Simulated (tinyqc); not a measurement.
Worked calculation: six-band k.p model of the valence band of a wurtzite crystal. Values are carried at full precision from step to step, so a last printed digit may differ when a step is redone from the rounded ones.

At k = 0: E1 = D1c + D2c + Te + Le (pure HH); E2, E3 = Le + u +/- sqrt(u^2 + 2 D3c^2), u = (D1c - D2c + Te)/2, D1c = Dcr, D2c = D3c = Dso/3. The weight of LH in state 2 is fL = (E2 - Le)^2/((E2 - Le)^2 + 2 D3c^2). Relative strengths of transitions to the conduction band: for E perpendicular to c (TE) 1/2, fL/2, (1 - fL)/2; for E along c (TM) 0, 1 - fL, fL, with one momentum element for both directions.

Constants: hc = 1239.841984 eV nm; hbar^2/2m0 = 3.80998211 eV angstrom^2.

Inputs chosen for the exercise (of the order of those of hexagonal CdS; shifted at random, so the results belong to these values and not to a real crystal): Dcr = 0.0269 eV (crystal-field splitting); Dso = 0.0657 eV (spin-orbit splitting); e_par = -0.0111 (exx = eyy of a c-plane layer); D1 = -0.96 eV; D2 = 1.05 eV; D3 = 1.32 eV; D4 = -2.91 eV; C13 = 52 GPa; C33 = 94 GPa; Eg = 2.562 eV (direct gap at Gamma from the top of the unstrained valence band); a1 = -2.78 eV (gap potential along c); a2 = -4.42 eV (gap potential in the plane); A1 = -4.58; A2 = -0.4; A3 = 4.01; A4 = -1.95; A5 = -1.95; A6 = -2.64; kt = 0.077 1/angstrom (in-plane wave vector); kz = 0 1/angstrom (wave vector along c); kmax = 0.08 1/angstrom (end of the path).

## Edges without strain

Set Le = Te = 0.

E1, E2, E3 without strain (eV): 0.0488  0.0336  -0.0286

fL = 0.5402

edges from the top (eV): 0.0000  -0.0152  -0.0774

The top is state 1 (HH), TE light alone.

## Strain terms

Strain of a c-plane layer: exx = eyy = e_par, ezz = -2 (C13/C33) e_par; Le = D1 ezz + D2 (exx + eyy), Te = D3 ezz + D4 (exx + eyy).

Form ezz, Le and Te.

ezz = 0.012281
Le (strain shift of all three valence states) = -0.03510 eV
Te (further shift of HH and LH) = 0.08081 eV

## Edges and polarisation under strain

Use Le and Te.

E1, E2, E3 under strain (eV): 0.0945  0.0607  -0.0451

fL = 0.9054

Relative strengths:

| state | TE | TM |
|---|---|---|
| 1 | 0.500 | 0.000 |
| 2 | 0.453 | 0.095 |
| 3 | 0.047 | 0.905 |

The top is state 1 (HH), TE light alone; the next state lies 33.8 meV lower.

## Transition energies

Conduction edge: Ec = (top of the unstrained valence band) + Eg + (a1 + D1) ezz + (a2 + D2)(exx + eyy).

Ec minus each strained valence edge (state 1 is HH, states 2 and 3 are mixtures of LH and CH); wavelength hc/E of the lowest.

Ec = 2.6397 eV

transitions to states 1, 2, 3 (eV): 2.5452  2.5790  2.6848

wavelength = 487.1 nm

Strain moves the lowest transition by -17 meV. The deformation potentials of this set are rough, and this small net shift can differ from measurement even in sign.

## The block at one k

Block form of the six-band Hamiltonian (electron energies, z along c, kt the in-plane wave vector, c0 = hbar^2/2m0): H = [[F, K, -iW], [K, G, D - iW], [iW, D + iW, L]] in the basis HH, LH, CH; the other block is its conjugate and has the same levels. F = D1c + D2c + L + T, G = D1c - D2c + L + T, D = sqrt(2) D3c, with D1c = Dcr, D2c = D3c = Dso/3; L = c0 (A1 kz^2 + A2 kt^2) + Le, T = c0 (A3 kz^2 + A4 kt^2) + Te, K = c0 A5 kt^2, W = c0 A6 kt kz. The zero of energy is the CH state without spin-orbit coupling and strain; the term linear in k is left out.

Fill in the matrix.

H(k) (eV):
```
         HH       LH       CH
HH   0.0414  -0.0440        0
LH  -0.0440  -0.0024   0.0310
CH        0   0.0310  -0.0441
```

## Levels and weights

H is one of the two 3 x 3 blocks into which the six-band matrix falls, in the basis HH, LH, CH of the unmixed zone-centre states. Diagonalise it.

levels from the top (eV): 0.0712  -0.0108  -0.0655

weights:
```
      top  second  third
HH  0.672   0.277  0.052
LH  0.306   0.388  0.305
CH  0.022   0.335  0.643
```

## Bands in the plane and along c

Six points from 0 to kmax each way.

Levels (eV):

| \|k\| (1/angstrom) | top, in plane | second | third | top, along c | second, along c | third, along c |
|---|---|---|---|---|---|---|
| 0.000 | 0.0945 | 0.0607 | -0.0451 | 0.0945 | 0.0607 | -0.0451 |
| 0.016 | 0.0923 | 0.0585 | -0.0457 | 0.0940 | 0.0598 | -0.0492 |
| 0.032 | 0.0869 | 0.0508 | -0.0475 | 0.0923 | 0.0572 | -0.0617 |
| 0.048 | 0.0808 | 0.0354 | -0.0508 | 0.0895 | 0.0532 | -0.0828 |
| 0.064 | 0.0753 | 0.0119 | -0.0567 | 0.0856 | 0.0480 | -0.1128 |
| 0.080 | 0.0702 | -0.0159 | -0.0685 | 0.0806 | 0.0419 | -0.1519 |

Along c the HH state has the mass -1/(A1 + A3) = 1.75 and the CH state -1/A1 = 0.218; in the plane, far from the edge, the masses tend to -1/(A2 + A4 - A5) = 2.50, -1/(A2 + A4 + A5) = 0.233 and -1/A2 = 2.50.

## Checks

- Closed-form edges against the diagonalisation at k = 0: they agree to 1e-10 or better.

tinyqc: `OMP_NUM_THREADS=1 python tinyqc.py 1080546 1080547 out.jsonl`; about 0.01 s, one thread, shared Intel(R) Xeon(R) Processor @ 2.30GHz.
